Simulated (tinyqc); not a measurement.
The best anneal temperature for the time t: solubility, supersaturation, precipitation and gettering of an impurity in a silicon-like host. Computed by tinyqc, a small Python program. Command: `OMP_NUM_THREADS=1 python tinyqc.py 3030078 3030079 out.jsonl ripen walk`. One thread of a shared host (Intel(R) Xeon(R) Processor @ 2.30GHz), about 0.01 s of CPU time with the checks.

The wafer was saturated at T1 and is then held at T.

Inputs (values chosen for the exercise, for a model impurity): site density N0 = 5e+22 1/cm^3; enthalpy of solution H = 1.35 eV; entropy of solution S = 0.58 k_B; diffusion prefactor D0 = 0.14 cm^2/s; migration energy Q = 2.32 eV; temperature of saturation T1 = 1425 K; anneal temperature T = 1254 K; sink density n = 7.5e+08 1/cm^3; initial sink radius r0 = 4.6 nm; impurity density in the precipitate C_p = 3.8e+22 1/cm^3; interface energy gamma = 0.68 J/m^2; anneal time t = 380000 s.

Constants: k_B = 8.617333262e-05 eV/K; k_B = 1.380649e-23 J/K.

Method:
- C_eq(T) = N0 exp(S/k_B - H/(k_B T)); D(T) = D0 exp(-Q/(k_B T)); C0 = C_eq(T1). Supersaturation s = C0/C_eq(T); critical radius r* = 2 gamma/(C_p k_B T ln s); barrier W* = (4 pi/3) gamma r*^2. Strain energy is left out.
- r_f = [r0^3 + 3 (C0 - C_eq)/(4 pi n C_p)]^(1/3), tau_f = 1/(4 pi n r_f D).
- Growing sinks: with y = r/r_f and y0 = r0/r_f, dy/dt = (1 - y^3)/(3 tau_f y), which integrates to t/tau_f = F(y) - F(y0), F(y) = (1/2) ln[(1 + y + y^2)/(1 - y)^2] - sqrt(3) arctan[(2y + 1)/sqrt(3)]; the share of the excess left is (1 - y^3)/(1 - y0^3), and C(t) = C_eq + (C0 - C_eq) x share.

C0 = 1.50084e+18 1/cm^3

Dissolved share after t:
```
T (K)     C_eq/C0   tau_f (s)  C(t)/C0
641    1.4465e-06  5.6732e+13  1.00000
741    3.9151e-05  1.9598e+11  1.00000
855    6.5612e-04  1.5432e+09  0.99999
969    5.6645e-03  3.8045e+07  0.99942
1083   3.1064e-02  2.0602e+06  0.95909
1197   1.2319e-01  1.9960e+05  0.37000
1297   3.3791e-01  3.8699e+04  0.33799
1368   6.3250e-01  1.6034e+04  0.63250
```

What does the comparison show, and why?

The lowest dissolved share among these rows is 0.34 at 1297 K. Above it solubility sets the floor; below it diffusion is too slow for this time. Solubility falls with H = 1.35 eV and diffusion with Q = 2.32 eV.

Extremes, crossings and ranges named in words are read from the listed rows.
